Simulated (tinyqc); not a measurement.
From results back to parameters: Slater-Koster d bands of a bcc metal. Two cases, with inputs chosen for the exercise.

Problem. In a bcc d band E(t2g) = +/-((8/3) dds + (16/9) ddp + (32/9) ddd) + f2 (4 ddp + 2 ddd) and E(eg) = +/-((16/3) ddp + (8/3) ddd) + f2 (3 dds + 3 ddd), with + at Gamma and - at H = (1,0,0). ddd is given; the four levels come from hidden dds, ddp and f2.

Case 1.

Values chosen (out of a larger set: of the size met in Nb; not measured data): ddd = -0.228 eV (dd delta).

levels (eV): t2g Gamma -1.21602, eg Gamma 1.04508, t2g H 4.59554, eg H -6.59226

Case 2.

Values chosen (out of a larger set: of the size met in Fe; not measured data): ddd = -0.119 eV (dd delta).

levels (eV): t2g Gamma -0.65723, eg Gamma 0.99131, t2g H 2.25654, eg H -3.38735

Find: f2; dds, ddp.

Solution. Half differences between Gamma and H give the first-neighbour parts and half sums the second. The eg half difference gives ddp and the t2g one dds. Since 4 ddp + 2 ddd is 3/4 of (16/3) ddp + (8/3) ddd, f2 is 4/3 of the ratio of the t2g half sum to the eg half difference; the eg half sum then serves as a check. Without ddd these four levels would not fix the three integrals.

Case 1.

f2 = 0.590

dds, ddp (eV): -1.339  0.830

Case 2.

f2 = 0.487

dds, ddp (eV): -0.701  0.470

Computed by tinyqc, one run a case: `OMP_NUM_THREADS=1 python tinyqc.py N N+1 out.jsonl` with N = 1480637, 1480676; one thread of a shared Intel(R) Xeon(R) Processor @ 2.30GHz, about 0.05 s a run at most.
